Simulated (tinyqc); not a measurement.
From isolated dopants to a band: overlap of hydrogenic dopants: pairs, impurity band and the Mott density.

Ry* = Ry m/eps^2, aB = a0 eps/m. For 1s orbitals a distance rho = R/aB apart, in Ry*: overlap S = exp(-rho)(1 + rho + rho^2/3), J = (2/rho)(1 - (1 + rho) exp(-2 rho)) (attraction to the other ion), Kx = 2 (1 + rho) exp(-rho) (exchange of one electron). One electron on a pair has E = -1 - (J +/- Kx)/(1 +/- S), without the repulsion 2/rho of the ions. Hopping after orthogonalisation: t = (Kx - S J)/(1 - S^2), half the splitting. Dopants on a lattice with z neighbours, n = (3 sqrt3/4)/R^3 (bcc), give a band of width B = 2 z t, as on any lattice of two interpenetrating sublattices. Valleys, central cells and disorder are left out.

Constants: Ry = 13.60569312 eV; a0 (Bohr radius) = 0.5291772105 angstrom.

Parameters, chosen for this exercise (an isotropic mass and dielectric constant of the size used for donors in Ge; shifted at random, so the results belong to these values and not to a real crystal):
- m = 0.115 m0 (mass)
- eps = 16.2 (dielectric constant)
- z = 8 (neighbours in the dopant lattice)
- u = 0.945 Ry* (cost of a second electron on one dopant)

The distance R/aB is varied; density from the lattice formula.

Against distance:

| R/aB | n (1/cm^3) | n^(1/3) aB | S | t (meV) | B (meV) | B/u |
|---|---|---|---|---|---|---|
| 10.0 | 3.14e+15 | 0.109 | 0.0020 | 0.0036 | 0.057 | 0.010 |
| 8.0 | 6.12e+15 | 0.136 | 0.0102 | 0.0208 | 0.333 | 0.059 |
| 7.0 | 9.14e+15 | 0.156 | 0.0222 | 0.0492 | 0.787 | 0.140 |
| 6.0 | 1.45e+16 | 0.182 | 0.0471 | 0.1136 | 1.817 | 0.322 |
| 5.0 | 2.51e+16 | 0.218 | 0.0966 | 0.2542 | 4.067 | 0.722 |
| 4.5 | 3.44e+16 | 0.242 | 0.1361 | 0.3751 | 6.002 | 1.065 |
| 4.0 | 4.90e+16 | 0.273 | 0.1893 | 0.5484 | 8.774 | 1.557 |
| 3.5 | 7.31e+16 | 0.312 | 0.2592 | 0.7943 | 12.708 | 2.256 |
| 3.0 | 1.16e+17 | 0.364 | 0.3485 | 1.1418 | 18.270 | 3.243 |

critical densities (1/cm^3): B = u 3.26e+16, B = (2/sqrt3) u 3.69e+16, n^(1/3) aB = 0.26 4.24e+16

From R = 10 to 5 aB the density rises eightfold and the band widens by a factor 72, since t falls about as R exp(-R/aB). B passes u at 3.3e+16/cm^3, n^(1/3) aB = 0.238; the screening rule gives a density 1.30 times that. An ordered lattice overstates the ease of conduction, as random spacing localises the tails, and below R = 4 aB (S above 0.19) nearest-neighbour hopping alone is no longer enough.

(tinyqc, `OMP_NUM_THREADS=1 python tinyqc.py 1450735 1450736 out.jsonl`, Intel(R) Xeon(R) Processor @ 2.30GHz, 1 thread, shared host, about 0.01 s.)
